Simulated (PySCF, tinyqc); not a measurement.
Worked calculation: RKS/exchange-only LDA in the sto-3g basis, for H4, spin multiplicity 1. The lowest restricted solution is unstable here: a spin-polarised one lies 0.0086 hartree lower (PySCF). One step of it, computed by the program tinyqc.

Task: Iteration 2: building the Kohn-Sham matrix. J_ij = sum D_kl (ij|kl); F = H + J + V_xc; E = tr D H + tr D J / 2 + E_xc + E_nn.

D after iteration 1:
```
           1H 1s      2H 1s      3H 1s      4H 1s
1H 1s   1.000831  -0.262091  -0.100977  -0.264431
2H 1s  -0.262091   0.961267   0.036511  -0.125281
3H 1s  -0.100977   0.036511   1.143869  -0.308284
4H 1s  -0.264431  -0.125281  -0.308284   1.178719
```

core Hamiltonian H = T + V (hartree):
```
           1H 1s      2H 1s      3H 1s      4H 1s
1H 1s  -1.126320  -0.432079  -0.048191  -0.001679
2H 1s  -0.432079  -1.389603  -0.553537  -0.048191
3H 1s  -0.048191  -0.553537  -1.389603  -0.432079
4H 1s  -0.001679  -0.048191  -0.432079  -1.126320
```

Two-electron integrals (ij|kl) in chemists' order, unique and non-zero (hartree):
```
(11|11) 0.774606   (21|11) 0.139348   (21|21) 0.038243   (22|11) 0.347260
(22|21) 0.139348   (22|22) 0.774606   (31|11) 0.009147   (31|21) 0.002974
(31|22) 0.013446   (31|31) 0.000281   (32|11) 0.076700   (32|21) 0.029653
(32|22) 0.173054   (32|31) 0.003532   (32|32) 0.056385   (33|11) 0.185137
(33|21) 0.066284   (33|22) 0.375692   (33|31) 0.009147   (33|32) 0.173054
(33|33) 0.774606   (41|11) 0.000174   (41|21) 0.000063   (41|22) 0.000340
(41|31) 0.000007   (41|32) 0.000110   (41|33) 0.000340   (41|41) 2.23e-07
(42|11) 0.004569   (42|21) 0.001642   (42|22) 0.009147   (42|31) 0.000207
(42|32) 0.003532   (42|33) 0.013446   (42|41) 0.000007   (42|42) 0.000281
(43|11) 0.038396   (43|21) 0.012797   (43|22) 0.066284   (43|31) 0.001642
(43|32) 0.029653   (43|33) 0.139348   (43|41) 0.000063   (43|42) 0.002974
(43|43) 0.038243   (44|11) 0.121622   (44|21) 0.038396   (44|22) 0.185137
(44|31) 0.004569   (44|32) 0.076700   (44|33) 0.347260   (44|41) 0.000174
(44|42) 0.009147   (44|43) 0.139348   (44|44) 0.774606
```

nuclear repulsion = 1.58848825 hartree

V_xc (hartree):
```
           1H 1s      2H 1s      3H 1s      4H 1s
1H 1s  -0.351890  -0.074177  -0.006448  -0.000176
2H 1s  -0.074177  -0.359729  -0.097834  -0.006666
3H 1s  -0.006448  -0.097834  -0.378391  -0.078347
4H 1s  -0.000176  -0.006666  -0.078347  -0.371664
```

E_xc = sum of w rho eps_xc = -1.11433827 hartree

Give: Coulomb J; Kohn-Sham matrix F; total energy of this density.

Result:

Coulomb J (hartree):
```
        1H 1s   2H 1s   3H 1s   4H 1s
1H 1s  1.3700  0.3677  0.0355  0.0010
2H 1s  0.3677  1.6337  0.5001  0.0370
3H 1s  0.0355  0.5001  1.7284  0.3966
4H 1s  0.0010  0.0370  0.3966  1.5062
```

Kohn-Sham matrix F (hartree):
```
         1H 1s    2H 1s    3H 1s    4H 1s
1H 1s  -0.1082  -0.1386  -0.0191  -0.0008
2H 1s  -0.1386  -0.1157  -0.1513  -0.0179
3H 1s  -0.0191  -0.1513  -0.0396  -0.1139
4H 1s  -0.0008  -0.0179  -0.1139   0.0082
```

total energy of this density = -1.292736 hartree

This density is a damped mixture and is not idempotent.
